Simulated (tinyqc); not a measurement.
Inside a calculation. Model: band bending at a free surface with a continuum of surface states, surface photovoltage and Kelvin probe.

Program tinyqc, `OMP_NUM_THREADS=1 python tinyqc.py 2430008 2430009 out.jsonl`; Intel Xeon 2.30GHz, shared host, one thread, about 0.01 s. Printed values are rounded.

n-type bulk, xi = Ec - EF = Vt ln(Nc/Nd), p0 = ni^2/Nd, ni = sqrt(Nc Nv) exp(-Eg/(2 Vt)), Eg in volts. b is the upward band bending, u = b/Vt. Space charge per area, in units of q: Qc = sign(b) sqrt((2 eps0 eps_r Vt/q) [(Nd + dn)(exp(-u) - 1) + Nd u + (p0 + dn)(exp(u) - 1)]), with dn the excess density under light (flat quasi-Fermi levels; 0 in the dark). The states hold -Ds (E0 - xi - b): negative while the Fermi level lies above the neutrality level. Neutrality: Qc + Qf + (charge of the states) = 0.

Inputs (values chosen for the exercise); band and dielectric values close to those of silicon: temperature T = 300 K; band gap Eg = 1.12 eV; relative permittivity eps_r = 11.6; conduction-band density of states at T Nc = 2.8e19 cm^-3; valence-band density of states at T Nv = 2.7e19 cm^-3; electron affinity chi = 4.1 eV; donor density Nd = 1.1e15 cm^-3; fixed positive charge at the surface Qf = 0 cm^-2; work function of the probe tip pt = 4.94 eV; density of surface states Ds = 1.1e13 cm^-2 eV^-1; depth of their neutrality level below the conduction edge E0 = 0.49 eV; excess carrier density under light dn = 2.1e9 cm^-3.

Constants: q = 1.602176634e-19 C, kB = 1.380649e-23 J/K, Vt = kB T/q, eps0 = 8.8541878128e-14 F/cm where lengths are in cm. Results are converted to the units shown.

## Bulk quantities

xi, ni, p0, the Debye length sqrt(eps0 eps_r Vt/(q Nd)) and the flat-band work function chi + xi.

xi = 0.262259 eV
ni = 1.07566e10 cm^-3
p0 = 1.05186e5 cm^-3
Debye length = 122.744 nm
chi + xi = 4.36226 eV

## Iteration 1: band bending in the dark

b at the start = 0.18 V

Newton step: b(new) = b - (Qc + Qf - Ds (E0 - xi - b))/(dQc/db + Ds), dQc/db = (eps0 eps_r/q) [Nd (1 - exp(-u)) + p0 exp(u)]/Qc.

b after iteration 1 = 0.222912 V

## Iteration 2: band bending in the dark

As before.

b after iteration 2 = 0.222947 V

## Course of the iteration

Stop when b changes by less than 1e-10 V, or after 40 iterations.

Course of the iteration:
```
iteration,b (V),change (V)
1,0.222912,0.0429
2,0.222947,3.54e-5
3,0.222947,1.91e-11
```

Converged in 3 iterations.

## Work function and Kelvin-probe reading

converged b = 0.222947 V

Work function chi + xi + b; contact potential difference CPD = (work function of the sample) - pt. Depth of EF below Ec at the surface: xi + b. Depletion width Qc/Nd.

xi + b = 0.485207 eV
Qc = 5.27233e10 cm^-2
Qc/Nd = 479.303 nm
work function = 4.58521 eV
CPD = -354.793 mV

The Fermi level lies 4.79 meV above the neutrality level.

## Surface photovoltage

Under chopped light the surface charge keeps its dark value, so b falls to bL with Qc(bL, dn) = Qc(b, 0); the photovoltage is b - bL. Qc rises with b, so bL follows by bisection.

bL = 0.222676 V
photovoltage = 0.271663 mV
share of b removed = 0.121851 %
excess holes at the surface, dn exp(bL/Vt) = 1.15613e13 cm^-3
